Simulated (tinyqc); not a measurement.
Charge control and current of a heterostructure field-effect transistor: one step, computed by the program tinyqc. Command: `OMP_NUM_THREADS=1 python tinyqc.py 3024624 3024625 out.jsonl hemt walk`. One thread of a shared host (Intel(R) Xeon(R) Processor @ 2.30GHz), about 0.01 s of CPU time with the checks.

Two subbands in a triangular well; E_F is counted from the conduction band edge of the channel at the interface.

Problem. Levels and gate capacitance. Charge control: n_s = C_b (V_G - V_T - E_F/e)/e. Well: mean field F = e n_s/(2 eps eps_0), E_i = (hbar^2/2m)^(1/3) [(3 pi e F/2)(i + 3/4)]^(2/3), i = 0, 1; n_s = D k_B T sum_i ln(1 + exp((E_F - E_i)/k_B T)), D = m/(pi hbar^2), which is solved in closed form for E_F. C_g = e dn_s/dV_G = 1/(1/C_b + 1/C_q), 1/C_q = d(E_F/e)/d(e n_s) by a central difference of +/- 0.1 % in n_s; added distance dd = eps eps_0/C_q.

Inputs (values chosen for the exercise, modelled on AlGaAs/GaAs): channel mass m = 0.069 m_0; permittivity eps (barrier and channel) = 12.2; conduction band offset dE_c = 0.18 eV; temperature T = 77 K; spacer between delta layer and channel = 2.5 nm.

Charge source: delta doping. Velocity law: two-piece.

sheet density n_s = 2.262719e+12 1/cm^2

barrier capacitance C_b = 0.4000781 microfarad/cm^2

Constants: k_B = 8.617333262e-05 eV/K; e = 1.602176634e-19 C; eps_0 = 8.8541878128e-12 F/m; hbar = 1.054571817e-34 J s; m_0 = 9.1093837015e-31 kg; k_B = 1.380649e-23 J/K.

Give: E_0; E_1; E_F; share in the second subband; gate capacitance C_g; added distance dd.

Solution.

E_0 = 124.8 meV

E_1 = 219.5 meV

E_F = 202.8 meV

share in the second subband = 0.6529 %

gate capacitance C_g = 0.3398 microfarad/cm^2

added distance dd = 4.786 nm

C_g is 85 % of C_b: the finite density of states and the rise of E_0 act as 4.8 nm of extra barrier. Caution: E_F lies above the conduction band minimum of the barrier, so electrons would spill into the barrier.
